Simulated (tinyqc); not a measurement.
Thermal stress, cracking, delamination and buckling of a thin film; Griffith cracks and misfitting inclusions: one step, computed by the program tinyqc.

Isotropic linear elasticity; the substrate is much thicker than the film; stress is positive in tension.

Problem. Elastic mismatch. Dundurs alpha = (Ebar - Ebar_s)/(Ebar + Ebar_s), with Ebar_s = E_s/(1 - nu_s^2). The channel-crack factor is taken as g = 1.258 (1 - alpha)^(-0.7), a rough interpolation chosen for the exercise (1.258 is the value for matched materials).

Inputs (values chosen for the exercise, modelled on a silicon dioxide film on silicon):
```
quantity                       value  unit
deposition temperature T_d       925     K
final temperature T              300     K
substrate Young's modulus E_s    157   GPa
substrate Poisson ratio nu_s    0.22     -
```

Ebar = 69.58128 GPa

Give: Dundurs alpha; factor g.

Solution.

Dundurs alpha = -0.40672

factor g = 0.99068

The stiffer substrate holds the crack faces and lowers the driving force.
